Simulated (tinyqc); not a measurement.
Implant damage, amorphisation by cascade overlap, and solid-phase epitaxial regrowth. From one set of inputs to another, one input at a time. Computed by tinyqc, a small Python program. Command: `OMP_NUM_THREADS=1 python tinyqc.py 3110651 3110652 out.jsonl sper ladder`. One thread of a shared host (Intel(R) Xeon(R) Processor @ 2.30GHz), about 0.02 s of CPU time with the checks.

Range and width of the damage are inputs. Dynamic annealing enters only through the surviving share f.

The inputs printed are set A. Set A is modelled on germanium ions in silicon; the values taken over come from a set modelled on phosphorus ions in silicon. Inputs not listed in the table keep their values of set A, so the rows need not describe a real material.

Inputs (values chosen for the exercise, modelled on germanium ions in silicon):
```
quantity,value,unit
atomic density N,49.9,1/nm^3
ion Z1,32,-
ion mass M1,72.6,u
target Z2,14,-
target mass M2,28.09,u
ion energy E,32,keV
displacement energy E_d,15,eV
depth of the damage peak R_d,23,nm
width of the damage profile s_d,11,nm
share of defects that survive f,0.46,-
critical displaced share x_c,0.11,-
dose Q,4.4e+15,1/cm^2
regrowth prefactor v0,6.2e+15,nm/s
regrowth energy E_a,2.68,eV
anneal temperature,619,C
rate relative to (100),1,-
peak enhancement by the dopant,4.2,-
ramp rate,3.8,K/s
```

Constants: a_0 = 0.529177210903 angstrom; e^2/(4 pi eps_0) = 14.39964548 eV angstrom; k_B = 8.617333262e-05 eV/K.

Method:
- Robinson partition: eps = E a M2/(Z1 Z2 (e^2/(4 pi eps_0)) (M1 + M2)), a = 0.8853 a_0/sqrt(Z1^(2/3) + Z2^(2/3)); k = 0.0793 Z1^(2/3) Z2^(1/2) (M1 + M2)^(3/2)/((Z1^(2/3) + Z2^(2/3))^(3/4) M1^(3/2) M2^(1/2)); damage energy T_d = E/(1 + k (eps + 0.40244 eps^(3/4) + 3.4008 eps^(1/6))); displacements nu = 0.8 T_d/(2 E_d).
- Displaced share x(z) = f nu Q exp(-(z - R_d)^2/(2 s_d^2))/(sqrt(2 pi) s_d N); the layer is amorphous where x > x_c, between R_d -/+ s_d sqrt(2 ln(x_max/x_c)), the upper edge being cut at the surface. Threshold dose Q_c = Q x_c/x_max.
- v = v0 x orientation factor x exp(-E_a/(k_B T)) x [1 + (enhancement - 1) exp(-(z - R_d)^2/(2 s_d^2))], T = anneal temperature + 273.15 K; the dopant is taken to follow the damage profile; the lower front moves from the lower edge z2 to the surface, or to the middle (z1 + z2)/2 of a buried layer with upper edge z1; time = int dz/v; the equivalent undoped distance is that time times the undoped velocity.
- On a linear ramp from 200 C regrowth ends at the T_f where int v_undoped dT/(ramp rate) equals the equivalent undoped distance.

Each row keeps all changes above it:
```
input moved,from,to,threshold dose Q_c (1/cm^2),lower edge (nm),temperature at which regrowth ends (C)
set A,-,-,5.096e+13,55.8,617.5
share of defects that survive f,0.46,0.92,2.548e+13,58.3,619.6
peak enhancement by the dopant,4.2,12,2.548e+13,58.3,606.7
dose Q (1/cm^2),4.4e+15,7.4e+14,2.548e+13,51.6,597.2
ramp rate (K/s),3.8,5.1,2.548e+13,51.6,604.0
depth of the damage peak R_d (nm),23,83,2.548e+13,111.6,593.8
anneal temperature (C),619,695,2.548e+13,111.6,593.8
width of the damage profile s_d (nm),11,38,8.803e+13,161.4,608.2
```

Where does the difference come from?

Threshold dose Q_c goes from 5.10e13 to 8.80e13, a factor 1.73 in all. The largest single move comes from width of the damage profile s_d (a factor 3.45), and share of defects that survive f works against it (a factor 0.500). Lower edge goes from 55.8 to 161, a factor 2.89 in all. The largest single move comes from depth of the damage peak R_d (a factor 2.16), and dose Q works against it (a factor 0.884). Temperature at which regrowth ends goes from 618 to 608, a factor 0.9849 in all. The largest single move comes from width of the damage profile s_d (a factor 1.024), but it runs against the net change; the largest move in the direction of the net change is peak enhancement by the dopant (a factor 0.9792). The single moves hold for this order of the switches; the total does not depend on the order.

Extremes, crossings and ranges named in words are read from the listed rows.
